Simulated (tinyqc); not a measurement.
CIS on RHF in the sto-3g basis, frozen core, for BeH2, spin multiplicity 1, step by step. One step of it, computed by the program tinyqc.

Task: CIS matrix, triplets. A(ia,jb) = (e_a - e_i) d_ij d_ab - (ij|ab).

orbital energies (hartree): MO1 -4.519610, MO2 -0.457702, MO3 -0.421615, MO4 0.211823, MO5 0.211823, MO6 0.461873, MO7 0.945817

Two-electron integrals over orbitals (pq|rs), unique and non-zero (hartree); the lowest 1 orbital is frozen and left out:
```
(22|22) 0.398581    (32|32) 0.164439    (33|22) 0.411922    (33|33) 0.435087
(42|42) 0.049439    (43|43) 0.014664    (44|22) 0.369254    (44|33) 0.356622
(44|44) 0.449859    (52|52) 0.049439    (53|53) 0.014664    (54|54) 0.024249
(55|22) 0.369254    (55|33) 0.356622    (55|44) 0.401360    (55|55) 0.449859
(62|22) -0.024698   (62|33) -0.047681   (62|44) 0.052252    (62|55) 0.052252
(62|62) 0.077703    (63|32) -0.094722   (63|63) 0.083461    (64|42) 0.047425
(64|64) 0.050907    (65|52) 0.047425    (65|65) 0.050907    (66|22) 0.397007
(66|33) 0.408042    (66|44) 0.367412    (66|55) 0.367412    (66|62) -0.034928
(66|66) 0.411803    (72|32) -0.044313   (72|63) 0.061218    (72|72) 0.056591
(73|22) -0.005845   (73|33) -0.021100   (73|44) 0.059228    (73|55) 0.059228
(73|62) 0.073027    (73|66) -0.026409   (73|73) 0.082419    (74|43) 0.013769
(74|74) 0.016542    (75|53) 0.013769    (75|75) 0.016542    (76|32) 0.142832
(76|63) -0.095408   (76|72) -0.055751   (76|76) 0.140740    (77|22) 0.428278
(77|33) 0.447052    (77|44) 0.391182    (77|55) 0.391182    (77|62) -0.036689
(77|66) 0.436047    (77|73) -0.011101   (77|77) 0.489020
```

Give: CIS matrix A, triplet.

Result:

CIS matrix A, triplet (hartree):
```
       2>4    2>5     2>6     2>7    3>4    3>5     3>6     3>7
2>4  0.300  0.000   0.000   0.000  0.000  0.000   0.000   0.000
2>5  0.000  0.300   0.000   0.000  0.000  0.000   0.000   0.000
2>6  0.000  0.000   0.523   0.000  0.000  0.000   0.000  -0.143
2>7  0.000  0.000   0.000   0.975  0.000  0.000  -0.143   0.000
3>4  0.000  0.000   0.000   0.000  0.277  0.000   0.000   0.000
3>5  0.000  0.000   0.000   0.000  0.000  0.277   0.000   0.000
3>6  0.000  0.000   0.000  -0.143  0.000  0.000   0.475   0.000
3>7  0.000  0.000  -0.143   0.000  0.000  0.000   0.000   0.920
```
